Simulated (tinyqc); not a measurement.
Worked calculation: epitaxial growth on a vicinal surface: Burton-Cabrera-Frank step flow, step-edge barrier and island nucleation. Computed by tinyqc, a small Python program that keeps every step. Command: `OMP_NUM_THREADS=1 python tinyqc.py 3025867 3025868 out.jsonl stepflow walk`. One thread of a shared host (Intel(R) Xeon(R) Processor @ 2.30GHz), about 0.03 s of CPU time with the checks. Intermediate numbers are printed to about 7 digits and carried at full precision; extremes and crossings named in words are read from the listed rows.

Adatoms land at rate F, hop on a square grid (a simplification for hexagonal faces), desorb, or join steps. Lengths are in units of a and n is the adatom coverage. Steps ascend at x = 0 and descend at x = l.

Inputs (values chosen for the exercise, close to those used for GaN(0001)):
```
quantity                     value      unit
site spacing a                3.19  angstrom
step height h                 2.59  angstrom
diffusion barrier E_d         1.37        eV
desorption energy E_a         2.87        eV
adatom formation energy E_f   1.16        eV
step-edge barrier E_s          0.2        eV
attempt frequency nu             5       THz
deposition rate F             0.41  layers/s
miscut angle                   0.2   degrees
temperature T                  990         C
critical nucleus size i          1         -
```

Constants: k_B = 8.617333262e-05 eV/K.

## Scales

D = nu exp(-E_d/(k_B T)) (a^2/s, nu counted per direction); tau = exp(E_a/(k_B T))/nu; x_s = sqrt(D tau); n_eq = exp(-E_f/(k_B T)); terrace width l = h/(a tan(miscut)); Schwoebel length l_s = exp(E_s/(k_B T)) - 1. Temperatures in kelvin are T(C) + 273.15.

D = 1.709529e+07 a^2/s

lifetime tau = 0.05648038 s

diffusion length x_s = 982.6232 a

equilibrium coverage n_eq = 2.353828e-05

terrace width l = 232.5948 a

Schwoebel length l_s = 5.280148 a

l/x_s = 0.237: nearly every adatom reaches a step.

## Terrace solution

D n'' - n/tau + F = 0 with n(0) = n_eq and -l_s n'(l) = n(l) - n_eq. With u = n - F tau, A = n_eq - F tau, y = l/x_s, s = l_s/x_s: u = A cosh(x/x_s) + B sinh(x/x_s), B = A (1 - cosh y - s sinh y)/(sinh y + s cosh y). Flux into the ascending step J+ = D B/x_s, over the descending one J- = -(D/x_s)(A sinh y + B cosh y); step velocity J+ + J-; growth rate (J+ + J-)/l. For small y: J+ + J- = (F - n_eq/tau) l, J-/J+ = l/(l + 2 l_s). The coverage peaks where n' = 0, tanh(x/x_s) = -B/A.

J+ = 48.45451 atoms per step site and s

J- = 46.34073 atoms per step site and s

growth rate = 0.4075553 layers/s

peak coverage = 1.918066e-04

position of the peak = 118.8786 a

0.60 % of the flux desorbs; even closely spaced steps lose n_eq/tau, 0.10 % of F. The ascending step takes 51.1 %: the barrier makes an uphill current, which evens out terrace widths but makes steps meander and favours mounds on wide terraces. Caution: twice the distance from the ascending step to the coverage peak exceeds the expected island spacing [0.25 (F/D)^(i/(i+2)) exp(E_i/((i+2) k_B T))]^(-1/2) by 40 % or more, so islands nucleate and the step-flow values are formal.

## Step flow or islands

Island density on a flat surface without desorption: N = 0.25 (F/D)^(i/(i+2)) exp(E_i/((i+2) k_B T)) per site, with E_i = 0 for i = 1; spacing l_n = N^(-1/2). Step flow needs an effective width l_eff = 2 x(peak) below l_n.

island density N on a flat surface = 7.209567e-04 per site

island spacing l_n = 37.24307 a

ratio l_eff/l_n = 6.383932

Islands nucleate on the terraces, and a step-flow solution would overstate the coverage. Caution: the prefactor 0.25 and the criterion are estimates, good to a factor of about two in length.

## Growth mode over temperature

x(peak) solves tanh(x/x_s) = -B/A. Rows where evaporation outweighs deposition are left out.

Scales:
```
T (C)   x_s (a)   l_s (a)  incorporated share   l_n (a)  l_eff/l_n
790    3591.827  7.873279           0.9996154  25.09949   9.570320
840    2486.677  7.044489           0.9992004  28.07266   8.529011
890    1776.858  6.354854           0.9984188  31.09727   7.678500
940    1305.324  5.774203           0.9969508  34.15843   6.974230
990     982.623  5.280148           0.9940374  37.24307   6.383932
1040    755.871  4.855798           0.9875792  40.33979   5.883782
1090    592.744  4.488216           0.9714891  43.43873   5.455892
1140    472.887  4.167360           0.9286257  46.53138   5.086618
1190    383.136  3.885334           0.8136207  49.61048   4.765413
```

The ratio stays above 1: islands in every row. Incorporation goes from 100.0 % to 81.4 %.

Checks made by the program: growth rate against F minus desorption, from a numerical solution (relative difference 1e-09).
